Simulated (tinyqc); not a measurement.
# Resistance of a tapered via with liner, size effect and interface, step by step

Program tinyqc, `OMP_NUM_THREADS=1 python tinyqc.py 2750040 2750041 out.jsonl`; Intel Xeon 2.30GHz, shared host, one thread, about 0.01 s. Printed values are rounded.

A round via whose diameter grows from db at the bottom as D(z) = db + 2 z/tan(ang). The fill, of diameter D - 2 tl, starts above the bottom liner (thickness fb tl) and has rho = rho0 (1 + ks lam/(D - 2 tl)); the sidewall liner conducts in parallel with it. The bottom liner and the interface are crossed over the full area pi db^2/4. Spreading in the lines above and below is left out.

Parameters, values chosen for the exercise; fill metal close to tungsten: diameter at the bottom db = 12 nm; height hv = 45 nm; sidewall angle ang = 85 degrees; bulk resistivity of the fill rho0 = 5.38 uohm cm; mean free path of the fill lam = 15.7 nm; size-effect factor ks = 0.7; liner on the sidewall tl = 2.4 nm; liner at the bottom over that on the sidewall fb = 0.5; resistivity of the liner rl = 270 uohm cm; interface resistivity at the bottom ri = 4.5e-12 ohm cm^2; ballistic conductance per area, about 3/(4 rho0 lam) Sb = 9.1e14 S/m^2.

Range of the model: The ballistic limit exceeds half of R_fill, so a diffusive resistivity alone understates the resistance.

## Slices of the via

Slices between z0 = fb tl and hv, evaluated at their midpoints: conductance per length pi/4 [(D - 2 tl)^2/rho + (D^2 - (D - 2 tl)^2)/rl], slice resistance = slice height over that. 8 slices.

```
slice   z (nm)   D (nm)  rho (uohm cm)  slice resistance (ohm)
0      3.93750  12.6890        12.8748                 13.4063
1      9.41250  13.6470        12.0632                 10.1203
2      14.8875  14.6050        11.4102                 7.86836
3      20.3625  15.5630        10.8735                 6.26796
4      25.8375  16.5210        10.4245                 5.09545
5      31.3125  17.4790        10.0433                 4.21400
6      36.7875  18.4370        9.71573                 3.53659
7      42.2625  19.3950        9.43113                 3.00597
```

## Total resistance

R_fill = sum of the slices; R_bottom = rl fb tl/(pi db^2/4); R_interface = ri/(pi db^2/4); ballistic (Sharvin) limit 1/(Sb pi (db - 2 tl)^2/4); ideal cylinder rho0 hv/(pi db^2/4).

parts (ohm): fill 53.5150, bottom liner 28.6479, interface 3.97887
R = 86.1417 ohm
shares (%): fill 62.1243, bottom liner 33.2567, interface 4.6190
ballistic limit = 26.9901 ohm
ideal cylinder = 21.4063 ohm

The fill is the largest part, and R is 4.02 times the ideal cylinder. With 2000 slices R = 86.329 ohm.
